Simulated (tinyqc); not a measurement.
Valley splitting of a silicon quantum well in envelope theory, step by step. Values are carried at full precision from step to step, so a last printed digit may differ when a step is redone from the rounded ones.

Constants: hbar^2/2m0 = 3.80998211 eV angstrom^2; kB = 8.617333262e-05 eV/K.

Values chosen for the exercise (near those of a strained Si well in SiGe; the results hold for these values, not for the real material): k0 = 0.845 2 pi/a (valley position); a = 5.431 angstrom (lattice constant); ml = 0.901 m0 (mass along z); F = 2.3 mV/nm (field pressing towards the upper interface); w = 0.6 angstrom (interface width parameter); L = 96 angstrom (well width); V0 = 0.2 eV (conduction offset); C0 = 0.258 (Bloch overlap factor); Yb = 0.29 (Ge share of the barrier); Yw = 0 (Ge share of the well); ad = 120 angstrom (dot radius).

## Wave number and lengths

q = 2 k0 (2 pi/a), its wavelength, the field length (c/(ml e F))^(1/3) with c = hbar^2/2m0 and 1 mV/nm = 1e-4 eV/angstrom, and the damping factor y/sinh(y), y = pi q w, of a step smoothed as 1/(1 + exp(z/w)).

q = 1.9552 1/angstrom
wavelength = 3.214 angstrom
field length = 26.4 angstrom
damping factor = 0.185

## The envelope

The well lies at 0 < z < L; U(z) = V0 [1/(1 + exp(z/w)) + 1/(1 + exp((L - z)/w))] - e F z, 1 mV/nm = 1e-4 eV/angstrom. The envelope psi solves -(c/ml) psi'' + U psi = E psi, c = hbar^2/2m0, by three-point differences on a grid of 0.1 angstrom from -40 to L + 40 angstrom. The two valleys at +/- k0 couple through D = C0 times the integral of exp(-i q z) U(z) psi^2, q = 2 k0 (2 pi/a), and split by Ev = 2|D|.

Two lowest levels, mean position, and psi^2 at both interfaces.

levels (meV): -8.79  4.51

<z> = 60.7 angstrom
psi^2 at z = 0 and L (1/angstrom): 5.15e-05  0.00113

The field makes psi^2 at the upper interface 22 times that at the lower one. The orbital spacing is 13.3 meV.

## Contributions to the coupling

Split D into the lower barrier, the upper barrier and the field term.

Parts of D (micro-eV):

| part | real | imaginary | size |
|---|---|---|---|
| lower barrier | 0.194 | 0.184 | 0.267 |
| upper barrier | 5.864 | -0.049 | 5.864 |
| field term | 0.017 | 0.003 | 0.017 |

## Valley splitting and phase

The inter-valley coupling D is the sum of the complex parts; Ev = 2|D|, the valley phase is arg D, and kB T equals Ev at T = Ev/kB.

Ev = 12.2 micro-eV
phase = 0.02 rad
T = 0.14 K

The upper barrier gives the largest part.

## Alloy disorder

Random alloy: with Y(z) = Yw + (Yb - Yw) B(z), B the bracket in U, and in-plane density exp(-r^2/ad^2)/(pi ad^2), D gains a random complex part of variance sigma^2 = (C0^2/pi)(a^2 V0/(8 ad (Yb - Yw)))^2 (4/a) times the integral of psi^4 Y (1 - Y). Alone it gives a mean splitting sqrt(pi) sigma; together with the smooth part the rms splitting is 2 sqrt(|D|^2 + sigma^2).

Give the integral, sigma, the mean splitting from disorder alone and the rms total.

integral = 5.48e-07 1/angstrom
sigma = 2.0 micro-eV
sqrt(pi) sigma = 3.5 micro-eV
rms splitting = 12.8 micro-eV

|D|/sigma = 3.10: the smooth part dominates, and the splitting scatters from dot to dot by about sqrt2 sigma, 23 % of Ev; this needs interfaces sharper than most grown wells have.

## Checks

- Lowest level for sharp walls and no field against the square well, meV: both 3.8.
- Size of one barrier part in that case against C0 V0 psi(0)^2/sqrt(q^2 + 4 kappa^2), micro-eV: both 9.2.

Program tinyqc; command `OMP_NUM_THREADS=1 python tinyqc.py 1251069 1251070 out.jsonl`; about 0.2 s on one thread of a shared Intel(R) Xeon(R) Processor @ 2.30GHz.
